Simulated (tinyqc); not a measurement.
# Changing the thickness W

Model: photoconductance decay in a wafer: bulk and surface recombination modes, and iron detection by pair splitting. Computed by tinyqc, a small Python program. Command: `OMP_NUM_THREADS=1 python tinyqc.py 3114258 3114259 out.jsonl pcd sweep`. One thread of a shared host (Intel(R) Xeon(R) Processor @ 2.30GHz), about 0.04 s of CPU time with the checks.

Both faces of the wafer have the same S; injection is low and all coefficients are constant. x runs from -W/2 to W/2.

Inputs (values chosen for the exercise, modelled on p-type silicon): diffusivity D = 25.2 cm^2/s; bulk lifetime tau_b without iron = 130 microsecond; surface recombination velocity S = 61 cm/s.

Method. Even modes cos(a x) obey b tan b = S W/(2 D) with b = a W/2, odd modes sin(a x) obey -b cot b = S W/(2 D); each decays at the rate 1/tau_b + D a^2. tau_eff is the decay time of the first mode. The surface time is 1/(D a^2) of that mode; shortcuts for it are W/(2 S), W^2/(pi^2 D) and their sum, whose error is sum/surface time - 1.

One run for each value:

| thickness W (micrometre) | tau_eff (microsecond) | surface time (microsecond) | tau_eff/tau_b |
|---|---|---|---|
| 20 | 14.6 | 16 | 0.1121 |
| 36 | 24.1 | 30 | 0.1852 |
| 63 | 37.0 | 52 | 0.2848 |
| 110 | 53.4 | 91 | 0.4106 |
| 200 | 72.8 | 165 | 0.5597 |
| 360 | 90.6 | 299 | 0.6972 |
| 630 | 104.4 | 530 | 0.8029 |
| 1100 | 114.2 | 942 | 0.8787 |
| 2000 | 121.1 | 1774 | 0.9317 |

Over the rows, tau_eff (microsecond) rises from 14.6 to 121 (exponent d ln y / d ln x 0.85 between the first rows and 0.098 between the last); surface time (microsecond) rises from 16.4 to 1770 (exponent d ln y / d ln x 1.0 between the first rows and 1.1 between the last); tau_eff/tau_b rises from 0.112 to 0.932 (exponent d ln y / d ln x 0.85 between the first rows and 0.098 between the last). The exponent of surface time stays between 1.00 and 1.06, near 1: slow surfaces, W/(2 S). Plotting 1/tau_eff against 1/W separates bulk and surface while W/(2 S) is the larger part of the surface time.

Extremes, crossings and ranges named in words are read from the listed rows.
